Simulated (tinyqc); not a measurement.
## Inverter chain driving a load

N inverters, each f = Hc^(1/N) times larger than the one before: delay tau N (f + pp). Switched capacitance in units of the first input, with output capacitance pp times the input: Hc + (1 + pp)(Hc - 1)/(f - 1).

Values chosen for this exercise: load over the input capacitance of the chain Hc = 62; parasitic delay of an inverter pp = 0.6; delay unit tau = 2.2 ps.

Inverter chain driving a load:
```
N      f  delay (ps)  switched capacitance
1  62.00       137.7                 63.60
2  7.874       37.29                 76.20
3  3.958       30.08                 95.00
4  2.806       29.97                 116.0
5  2.283       31.71                 138.1
6  1.989       34.18                 160.6
7  1.803       37.01                 183.5
```

The delay goes from 138 through a minimum of 30.0 (at N = 4 among the rows listed) to 37.0 ps. The best stage effort solves pp + rho (1 - ln rho) = 0, rho = 3.27, which gives N = ln Hc/ln rho = 3.49. One stage fewer than the best costs 0.36 % in delay and saves 18 % of the switched capacitance.

tinyqc, about 0.01 s, one thread, Intel Xeon 2.30GHz (shared host): `OMP_NUM_THREADS=1 python tinyqc.py 2082209 2082210 out.jsonl`
